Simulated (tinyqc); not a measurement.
Inside a calculation: trap in a gate oxide as a short-range spherical well. Values are carried at full precision from step to step, so a last printed digit may differ when a step is redone from the rounded ones.

A spherical well of radius R and depth V0 below the conduction edge, one mass m, c = hbar^2/2m0. The s level at binding Et solves k cot(k R) = -kappa with k = sqrt(m (V0 - Et)/c), kappa = sqrt(m Et/c); it exists for V0 > Vc = c (pi/2R)^2/m. Outside, psi falls as exp(-kappa r)/r.

Constants: hbar^2/2m0 = 3.80998211 eV angstrom^2; fine-structure constant alpha = 0.007297352564; hc = 1239.841984 eV nm; kB = 8.617333262e-05 eV/K.

Parameters, chosen for this exercise (near those of SiO2 on Si; not measured data): R = 2.2 angstrom (radius of the well); V0 = 10.15 eV (depth of the well); m = 0.473 m0 (mass); n_r = 1.43 (refractive index); dEc = 3.09 eV (conduction offset to the channel); Fox = 5.2 MV/cm (oxide field, lowering levels away from the channel); t0 = 0.44 x 1e-11 s (time constant at the interface); T = 200 K (temperature); EF = -0.05 eV (Fermi level above the channel edge); x = 14 angstrom (depth of the trap).

## The bound level

Solve for Et; the share outside is [sin^2(kR)/(2 kappa)]/[sin^2(kR)/(2 kappa) + R/2 - sin(2kR)/(4k)].

Et = 2.7122 eV
k = 0.9609 1/angstrom
kappa = 0.5803 1/angstrom
share outside = 0.322
Vc = 4.106 eV

The well is 2.47 times the critical depth. Since dEt/dV0 equals the share inside, 0.68, a 1 % change of V0 moves Et by 2.5 %. The decay length is 1.7 angstrom, 0.8 times R.

## Peak of the photo-ionisation cross-section

Lucovsky model (delta well, plane-wave final states, no local-field factor): sigma = (32 pi alpha c/(3 n_r m Et)) (x - 1)^(3/2)/x^3, x = h nu/Et, c = hbar^2/2m0; 1 angstrom^2 = 1e-16 cm^2.

The maximum lies at x = 2. Give the photon energy, its wavelength and sigma there.

h nu = 5.424 eV
wavelength = 229 nm
sigma = 6.35 x 1e-18 cm^2

With 32 % of the state outside the well the delta-well form is only a rough model of this centre.

## Level, tunnelling time and occupation

Energies from the conduction edge of the channel. The trap level at depth x is E_T = dEc - Et - e Fox x (1 MV/cm = 0.01 eV/angstrom). An electron at the channel edge tunnels with the WKB exponent S = (4/3) sqrt(m/c) [dEc^(3/2) - (dEc - e Fox x)^(3/2)]/(e Fox), c = hbar^2/2m0; tau = t0 exp(S); the occupation is f = 1/(1 + exp((E_T - EF)/kB T)), tau_c = tau/f and tau_e = tau/(1 - f). Lattice relaxation is left out; a level below the channel edge needs phonons as well, so tau is then a lower bound, while a level above it can also empty elastically at its own energy, through a thinner barrier, faster than this tau.

Give E_T, S, tau and ln(tau_c/tau_e) = (E_T - EF)/kB T.

E_T = -0.350 eV
S = 16.277
tau = 5.16e-05 s
ln(tau_c/tau_e) = -17.4

The level lies 17 kB T below EF, so the trap is mostly filled. A flat barrier would give S = 2 sqrt(m dEc/c) x = 17.34.

## Checks

- Et from the radial equation on a grid against the matching condition, eV: both 2.71.

Program tinyqc; command `OMP_NUM_THREADS=1 python tinyqc.py 1281977 1281978 out.jsonl`; about 0.01 s on one thread of a shared Intel(R) Xeon(R) Processor @ 2.30GHz.
